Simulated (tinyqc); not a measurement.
# Trap density and scattering coefficient from 1/f noise

Inverse problem. f S = K0 (1 + ac mu Cox I/gm)^2 with K0 = q^2 Vt lt Nt/(W L Cox^2), Vt in eV and Nt per eV. Find K0, Nt and ac.

Inputs (values chosen for the exercise): temperature T = 300 K; gate length L = 65 nm; total gate width W = 10 um; gate capacitance Cox = 1.29 uF/cm^2; mobility mu = 150 cm^2/(V s); tunnelling length into the oxide lt = 0.1 nm.

Constants: q = 1.602176634e-19 C, kB = 1.380649e-23 J/K, Vt = kB T/q. Results are converted to the units shown.

I/gm at two biases (V): [0.0336383967, 0.210317785]
f S at these biases (V^2): [6.89017426e-11, 1.20233055e-10]

Answer. sqrt(f S) is linear in I/gm: the intercept is sqrt(K0), and slope over intercept is ac mu Cox.

K0 = 6.074e-11 V^2
Nt = 9.900e16 cm^-3 eV^-1
ac = 1.000e4 V s/C

Program tinyqc, `OMP_NUM_THREADS=1 python tinyqc.py 2150021 2150022 out.jsonl`; Intel Xeon 2.30GHz, shared host, one thread, about 0.01 s.
